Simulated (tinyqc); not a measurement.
Overlap of hydrogenic dopants: pairs, impurity band and the Mott density, step by step. Values are carried at full precision from step to step, so a last printed digit may differ when a step is redone from the rounded ones.

Ry* = Ry m/eps^2, aB = a0 eps/m. For 1s orbitals a distance rho = R/aB apart, in Ry*: overlap S = exp(-rho)(1 + rho + rho^2/3), J = (2/rho)(1 - (1 + rho) exp(-2 rho)) (attraction to the other ion), Kx = 2 (1 + rho) exp(-rho) (exchange of one electron). One electron on a pair has E = -1 - (J +/- Kx)/(1 +/- S), without the repulsion 2/rho of the ions. Hopping after orthogonalisation: t = (Kx - S J)/(1 - S^2), half the splitting. Dopants on a lattice with z neighbours, n = 1/R^3 (simple cubic), give a band of width B = 2 z t, as on any lattice of two interpenetrating sublattices. Valleys, central cells and disorder are left out.

Constants: Ry = 13.60569312 eV; a0 (Bohr radius) = 0.5291772105 angstrom; hbar = 6.58211957e-16 eV s.

Inputs chosen for the exercise (an isotropic mass and dielectric constant of the size used for donors in Ge; shifted at random, so the results belong to these values and not to a real crystal):
```
symbol  value  unit    meaning
m       0.124  m0      mass
eps     16.6           dielectric constant
N       0.024  1/aB^3  dopant density
rho     4.5    aB      distance of a pair
u       1.25   Ry*     cost of a second electron on one dopant
z       6              neighbours in the dopant lattice
```

## Scales

Form Ry*, aB, and the density N in 1/cm^3 (1/angstrom^3 = 1e24/cm^3).

Ry* = 6.122 meV
aB = 70.841 angstrom
density = 6.751e+16 1/cm^3

## A pair with one electron

Form S, J, Kx, the two levels, t, and the total energy of the lower state with the repulsion, relative to a distant pair (-1).

S, J, Kx: [0.13609, 0.44414, 0.12220]

levels (Ry*): even -1.49850, odd -1.37266

t = 0.06292 Ry*
energy of the pair against a distant one (negative: bound) = -0.05406 Ry*

In this host the pair is 31.9 nm long and its splitting 2t is 0.77 meV.

## The pair with two electrons (two-site Hubbard model)

t is the hopping between the two dopants. Singlet at (u - sqrt(u^2 + 16 t^2))/2 below the triplet at 0; estimate 4 t^2/u; weight of double occupancy (1 - u/sqrt(u^2 + 16 t^2))/2; swap time pi hbar/Jx with Jx the splitting in eV. t and u are in units of Ry*.

singlet-triplet splitting (meV): exact 0.07680, 4 t^2/u 0.07757

double occupancy = 0.0098
swap time = 26.9 ps

The estimate is 1.0 % too high at 4t/u = 0.20.

## The impurity band at this density

Form R/aB, t, B = 2 z t and N^(1/3) aB. Two estimates of the gap between the Hubbard bands: u - B (rigid bands, closing at B = u) and the Hubbard-III rule, which closes at B = (2/sqrt3) u; give B/u.

R/aB = 3.4668
t = 0.13650 Ry*

B: in Ry* 1.638, in meV 10.029

N^(1/3) aB = 0.2884
B/u = 1.310

Both rules close the gap: a metal (at such spacings hopping beyond nearest neighbours, left out, counts too). Mott's screening rule, N^(1/3) aB = 0.26, puts this density on the metallic side.

## Checks

- Overlap S against numerical integration in elliptic coordinates: both 0.13609.

Computed by tinyqc, a small Python program: `OMP_NUM_THREADS=1 python tinyqc.py 1480816 1480817 out.jsonl` (the numbers bound the seed that draws the inputs); one thread of a shared host (Intel(R) Xeon(R) Processor @ 2.30GHz), about 0.01 s for the whole set of steps.
